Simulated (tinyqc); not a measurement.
From depth x_j where C falls to C_B back to dose Q: ion implantation: universal nuclear stopping, Lindhard-Scharff electronic stopping and a Gaussian range profile. Computed by tinyqc, a small Python program. Command: `OMP_NUM_THREADS=1 python tinyqc.py 3017202 3017203 out.jsonl implant inv`. One thread of a shared host (Intel(R) Xeon(R) Processor @ 2.30GHz), about 0.3 s of CPU time with the checks.

An ion slows by elastic collisions with screened nuclei and by friction with electrons; channelling is ignored and the target is uniform.

Inputs (values chosen for the exercise, modelled on germanium ions in silicon):
```
quantity                                 value    unit
ion atomic number Z1                        32       -
ion mass M1                                 74       u
target atomic number Z2                     14       -
target mass M2                           28.09       u
target density N                         49.94  1/nm^3
ion energy E                               170     keV
scale factor of electronic stopping k      1.2       -
background C_B                         2.8e+16  1/cm^3
```

Method:
- Reduced energy eps = 32.53 M2 E/(Z1 Z2 (M1 + M2)(Z1^0.23 + Z2^0.23)), E in keV; s_n = ln(1 + 1.1383 eps)/(2 (eps + 0.01321 eps^0.21226 + 0.19593 eps^0.5)) for eps up to 30 and ln(eps)/(2 eps) above; S_n = 8.462 Z1 Z2 M1 s_n/((M1 + M2)(Z1^0.23 + Z2^0.23)) in 1e-15 eV cm^2.
- S_e = k 3.83 Z1^(7/6) Z2/(Z1^(2/3) + Z2^(2/3))^(3/2) sqrt(E/M1) in 1e-15 eV cm^2, E in keV.
- Path length R = int_0^E dE'/(N (S_n + S_e)); energy lost to nuclei nu = int_0^E S_n/(S_n + S_e) dE' (both with E' = E y^3 and 64 Gauss-Legendre points in y).
- Estimates of Lindhard type: R_p = R/(1 + M2/(3 M1)), straggle dR_p = (2/3) R_p sqrt(M1 M2)/(M1 + M2).
- C(x) = C_p exp(-(x - R_p)^2/(2 dR_p^2)) with C_p = Q/(sqrt(2 pi) dR_p), 1 nm = 1e-7 cm; the profile falls to the background at x_j = R_p + dR_p sqrt(2 ln(C_p/C_B)); the peak atomic fraction is C_p/N.

Question. A run gave the result below. Find the dose Q, known to lie between 2.8e+15 and 3.7e+15 1/cm^2.

Depth x_j where C falls to C_B = 259.1902 nm

Answer.

Each step takes the trial c = (a f_b - b f_a)/(f_b - f_a), f being the result less the target and a, b, c the logarithms of the listed values; c replaces end b, the old b replaces a if the sign of f changed, and otherwise f_a is halved.

Scan of the range:
```
dose Q (1/cm^2)  depth x_j where C falls to C_B (nm)
2.80e+15                                     258.420
2.93e+15                                     258.772
3.07e+15                                     259.133
3.22e+15                                     259.500
3.37e+15                                     259.851
3.53e+15                                     260.206
3.70e+15                                     260.566
```

False position (Illinois rule, in the logarithm of the input) inside the bracket:
```
step        end a        end b        trial  depth x_j where C falls to C_B (nm)
1     3.07000e+15  3.22000e+15  3.09302e+15                              259.190
2     3.07000e+15  3.09302e+15  3.09297e+15                              259.190
3     3.09302e+15  3.09297e+15  3.09299e+15                              259.190
```

Depth x_j where C falls to C_B rises at every point of a 13-point scan of the range (every second point is shown), so one value fits; it is bracketed by 3.07e15 and 3.22e15. Answer: dose Q = 3.093e15 1/cm^2.
